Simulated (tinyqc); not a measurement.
Keating valence-force model of a tetrahedral crystal: one step, computed by the program tinyqc. Command: `OMP_NUM_THREADS=1 python tinyqc.py 3025854 3025855 out.jsonl keating walk`. One thread of a shared host (Intel(R) Xeon(R) Processor @ 2.30GHz), about 0.03 s of CPU time with the checks.

Atom A sits at 0 and atom B at a/4 (1,1,1) of an fcc lattice; the four bonds from A are t = a/4 (1,1,1), a/4 (1,-1,-1), a/4 (-1,1,-1), a/4 (-1,-1,1), of length d = sqrt(3) a/4. Energy: E = (3 alpha/(8 d^2)) sum over bonds (r.r - d^2)^2 + (3 beta/(8 d^2)) sum over pairs of bonds at one atom (r_i.r_j + d^2/3)^2, with beta_A for the six pairs at A and beta_B for the six at B. The cell holds two atoms, Omega = a^3/4. 1 N/m = 1 J/m^2. With constants fitted to the elastic moduli this model puts optical and zone-boundary frequencies of real crystals too high, by up to about 20 % in elemental crystals and up to about 50 % in compounds, and mostly by more for TA modes; in compounds the lattice part of the static dielectric constant then comes out too low.

Task: Frequencies at q. Diagonalise the Hermitian matrix D. An eigenvalue lambda of D in eV/(angstrom^2 u) gives nu = 15.6333042 THz x sqrt(lambda). The weight on A is the sum of |e|^2 over the three components of atom A.

Structure: zinc blende.

D(q) (eV/(angstrom^2 u)):
```
                       A x                    A y                    A z                    B x
A x              0.1889610   0.0033276-0.0000718i   0.0005494+0.0017181i  -0.1996917+0.0047922i
A y   0.0033276+0.0000718i              0.1899266   0.0005919+0.0019985i   0.0522141-0.0119023i
A z   0.0005494-0.0017181i   0.0005919-0.0019985i              0.1872102   0.0063020-0.0986152i
B x  -0.1996917-0.0047922i   0.0522141+0.0119023i   0.0063020+0.0986152i              0.3853485
B y   0.0522141+0.0119023i  -0.1996917-0.0047922i   0.0072938+0.0852056i   0.0067860-0.0001464i
B z   0.0063020+0.0986152i   0.0072938+0.0852056i  -0.1996917-0.0047922i   0.0011205+0.0035037i

                       B y                    B z
A x   0.0522141-0.0119023i   0.0063020-0.0986152i
A y  -0.1996917+0.0047922i   0.0072938-0.0852056i
A z   0.0072938-0.0852056i  -0.1996917+0.0047922i
B x   0.0067860+0.0001464i   0.0011205-0.0035037i
B y              0.3873176   0.0012071-0.0040756i
B z   0.0012071+0.0040756i              0.3817780
```

Constants: nu for 1 eV/(angstrom^2 u) = 15.6333042 THz.

Give: frequencies; weights on atom A.

Result:

frequencies (THz): 1.724  2.432  4.299  11.100  11.604  11.631

weights on atom A: 0.67866  0.68678  0.73099  0.27112  0.31141  0.32103
